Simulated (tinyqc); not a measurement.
# AlGaN/GaN HEMT with access regions, lumped model: output curve without and with trapping

A polarisation-induced electron sheet under a Schottky gate, in series with two ungated access regions and contacts. Drift law v = mu E/(1 + mu E/vs) under the gate. Currents in mA/mm, resistances in ohm mm. No self-heating, no channel-length modulation; fits for polarisation, barrier and offset are chosen for the exercise.

sigma = (5e13 x + 1.6e13 x^2) cm^-2, phiB = 0.84 + 1.3 x, dEc = 0.7 (1.71 x + x^2) in volts, Cb = eps0 eps_r/d, VT = phiB - dEc - q sigma/Cb, access density n0 = -Cb VT/q. Access resistance R(L, n) = L/(q mu n sqrt(1 - (I/(q n vs))^2)); Rs = Rc + R(Ls, n0), Rd = Rc + R(Ld, (1 - ft) n0). Vg' = Vg - I Rs, Vd' = Vd - I (Rs + Rd); with u = Vg' - VT, Vc = vs Lg/mu and w the smaller of Vd' and Vc [sqrt(1 + 2 u/Vc) - 1] (0 if negative), the channel gives (mu Cb/Lg)(u w - w^2/2)/(1 + w/Vc). I equals that channel current. The two columns take ft = 0 and ft = 0.3; collapse = 1 - (second)/(first).

Parameters, values chosen for the exercise; values close to those of AlGaN/GaN structures: aluminium share of the barrier x = 0.2; barrier thickness d = 25 nm; relative permittivity of barrier and channel eps_r = 9.1; channel mobility mu = 1400 cm^2/(V s); saturation velocity vs = 1.4e7 cm/s; gate length Lg = 0.25 um; source access length Ls = 0.5 um; drain access length Ld = 2 um; resistance of each contact Rc = 0.21 ohm mm; gate voltage Vg = -1 V.

Constants: q = 1.602176634e-19 C, eps0 = 8.8541878128e-14 F/cm where lengths are in cm. Results are converted to the units shown.

Output curve without and with trapping:
```
Vd (V)	I, ft = 0 (mA/mm)	I, ft = 0.3 (mA/mm)	collapse (%)
0.25	135.4	110.1	18.69
0.5	266.2	217.2	18.42
1	505.7	416.1	17.72
2	840.7	726.1	13.64
3	907.3	893.4	1.53
4	907.3	907.3	0.00
6	907.3	907.3	0.00
8	907.3	907.3	0.00
12	907.3	907.3	0.00
```

What does the comparison show?

Without trapping the current rises from 135 to 907 mA/mm and first comes within 2 % of its last value at Vd = 3 V among the rows; with trapping that knee lies at 3 V. The collapse is 19 % in the first row, at most 19 % and 0 % in the last: once the gated channel saturates, the drain access only takes spare voltage. For Vd = 6 to 12 V the power passes 5 W/mm, where self-heating, left out here, lowers the current.

Program tinyqc, `OMP_NUM_THREADS=1 python tinyqc.py 2570115 2570116 out.jsonl`; Intel Xeon 2.30GHz, shared host, one thread, about 0.02 s.
